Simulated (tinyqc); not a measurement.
Tunnelling through a two-layer gate stack, WKB transmission and Tsu-Esaki current: one step of the calculation.

Electrons leave the emitter at x = 0. Energies E (motion across the layers) are in eV from the emitter Fermi level; the collector Fermi level lies at -V and offers states at every E. No charge in the dielectric and no image force: F1 = V/(t1 + t2 eps1/eps2), F2 = F1 eps1/eps2; U = phi1 - F1 x in layer 1 and phi2 - F1 t1 - F2 (x - t1) in layer 2. With C = hbar^2/(2 m0), kappa = sqrt(m (U - E)/C) where U > E and 0 elsewhere; T(E) = exp(-S), S = 2 times the integral of kappa over x.

Question. Fields and band edges. F1 = V/(t1 + t2 eps1/eps2), F2 = F1 eps1/eps2; U = phi1 - F1 x in layer 1 and phi2 - F1 t1 - F2 (x - t1) in layer 2. EOT = 3.9 (t1/eps1 + t2/eps2).

Inputs (values chosen for the exercise); layer 1 close to silicon dioxide, layer 2 close to aluminium oxide:

| symbol | value | unit | meaning |
|---|---|---|---|
| phi1 | 3.19 | eV | barrier of layer 1 above the emitter Fermi level at zero bias |
| m1 | 0.5 | m0 | tunnelling mass of layer 1 |
| t1 | 0.4 | nm | thickness of layer 1 |
| eps1 | 3.72 |  | relative permittivity of layer 1 |
| phi2 | 2.64 | eV | barrier of layer 2 at zero bias |
| m2 | 0.39 | m0 | tunnelling mass of layer 2 |
| t2 | 2.6 | nm | thickness of layer 2 |
| eps2 | 9.28 |  | relative permittivity of layer 2 |
| V | 1.3 | V | voltage across the dielectric |

Wanted: F1; F2; U at the end of layer 1; U at the start of layer 2; U at the end of layer 2; EOT.

Answer.

F1 = 9.014 MV/cm
F2 = 3.613 MV/cm
U at the end of layer 1 = 2.829 eV
U at the start of layer 2 = 2.279 eV
U at the end of layer 2 = 1.340 eV
EOT = 1.512 nm

tinyqc, about 0.03 s, one thread, Intel Xeon 2.30GHz (shared host): `OMP_NUM_THREADS=1 python tinyqc.py 2540054 2540055 out.jsonl`
